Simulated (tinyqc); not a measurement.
True capacitance, leakage and series resistance from two frequencies.

Problem. A capacitance C in parallel with G and in series with Rs is measured as Cp and D = Gp/(w Cp) at two frequencies. The series reading Cs = Cp (1 + D^2) equals C + G^2/(w^2 C), and Re Z = D/(w Cp (1 + D^2)) = Rs + G/(G^2 + w^2 C^2). Find C, G and Rs.

f (Hz): [1e6, 5e6]
Cp (pF): [199.678763, 198.411444]
D: [0.0221121422, 0.0827462826]

Solution. w^2 Cs = w^2 C + G^2/C is a straight line in w^2 with slope C; the intercept gives G, and the real part then gives Rs.

C = 199.8 pF
G = 7.273 uS
Rs = 13.00 ohm

Computed by the program tinyqc: `OMP_NUM_THREADS=1 python tinyqc.py 2022174 2022175 out.jsonl`, one thread of a shared Intel Xeon 2.30GHz, about 0.01 s for the whole run.
